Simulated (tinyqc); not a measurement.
Worked calculation: round or elliptic silicon nanowire with anisotropic valleys (Ritz method). Values are carried at full precision from step to step, so a last printed digit may differ when a step is redone from the rounded ones.

Wire along x = [110] on a (001) wafer, y = [-110], z = [001]. Valley groups (w = inverse masses): A, two valleys along z: w_y = 1/mt, w_z = 1/ml, m_x = mt; B, four valleys in the wafer plane: w_y = (1/ml + 1/mt)/2, w_z = 1/mt, m_x = (ml + mt)/2.

Constants: hbar^2/2m0 = 3.80998211 eV angstrom^2; kB = 8.617333262e-05 eV/K.

Parameters, chosen for this exercise (near those of a Si nanowire; not measured data):
```
symbol  value  unit      meaning
ml      0.934  m0        longitudinal mass
mt      0.189  m0        transverse mass
a       24     angstrom  semi-axis along y
b       24     angstrom  semi-axis along z
group   B                valley group worked out
T       300    K         temperature
```

## Stretching the ellipse

Scaling y by 1/sqrt(w_y) and z by 1/sqrt(w_z) makes the mass 1 and the semi-axes A = a/sqrt(w_y), B = b/sqrt(w_z). List them with the one-function estimate 3c (1/A^2 + 1/B^2) and the slender limit c (pi/2s)^2 (1 + 2s/(pi l)), s and l the smaller and larger of A, B; c = hbar^2/2m0.

Groups:
```
group  g      A      B  axis ratio  one function (eV)  slender limit (eV)
A      2  10.43  23.19       2.223             0.1262              0.1111
B      4  13.46  10.43       1.290             0.1681              0.1290
```

The one-function value suits axis ratios near 1 and the slender limit ratios well above 2.

## Matrices of three even functions

Hard wall on the ellipse (y/a)^2 + (z/b)^2 = 1, c = hbar^2/2m0. With u = y/a, v = z/b the operator is -c [(w_y/a^2) d2/du2 + (w_z/b^2) d2/dv2] on the unit disc. Basis (1 - u^2 - v^2) u^i v^j; S, X and Y are the disc integrals of f f', (df/du)(df'/du) and (df/dv)(df'/dv), from the integral of u^p v^q = 2 Gamma((p+1)/2) Gamma((q+1)/2)/((p + q + 2) Gamma((p+q+2)/2)) for even p, q; H = c (w_y X/a^2 + w_z Y/b^2).

Basis 1, u^2, v^2 times (1 - u^2 - v^2); form S and H for the chosen group.

S, rows 1, u^2, v^2 and columns alike:
```
[[1.047198, 0.130900, 0.130900],
 [0.130900, 0.039270, 0.013090],
 [0.130900, 0.013090, 0.039270]]
```

H (meV), rows 1, u^2, v^2 and columns alike:
```
[[176.0468, 29.3411, 29.3411],
 [29.3411, 22.0193, 3.6676],
 [29.3411, 3.6676, 29.3276]]
```

## Lowest level in this basis

Solve H p = E S p for the wire level; give E, the ratios p2/p1 and p3/p1, and H11/S11.

E = 161.8 meV

ratios: [-0.49, -0.32]

one function = 168.1 meV

The two added functions lower the level by 6.3 meV (3.8 %), mostly by narrowing the state along u, the direction in which the stretched ellipse is long.

## Subbands

Converged values use 21 functions of each parity class (e or o in u, then in v).

The nine lowest levels of all groups and parity classes.

Subbands:
```
group, parity  g  m_x (m0)  E (eV)
A ee           2    0.1890  0.1195
B ee           4    0.5615  0.1618
A eo           2    0.1890  0.2000
A ee           2    0.1890  0.3095
B oe           4    0.5615  0.3591
A oe           2    0.1890  0.4029
A eo           2    0.1890  0.4497
B eo           4    0.5615  0.4614
A oo           2    0.1890  0.5305
```

At 300 K and without degeneracy the populations go as g sqrt(m_x) exp(-E/kB T): among these nine the lowest level holds 58 % and the light transport mass mt 61 % of the electrons. Levels above about 0.3 eV lie beyond parabolic valleys and hard walls.

## Checks

- Circle of radius a with both masses mt against c (2.404826/R)^2/m, eV: both 0.2024.

Run: tinyqc, `OMP_NUM_THREADS=1 python tinyqc.py 1280302 1280303 out.jsonl`; Intel(R) Xeon(R) Processor @ 2.30GHz, one thread, shared host; about 0.06 s of CPU time with all checks.
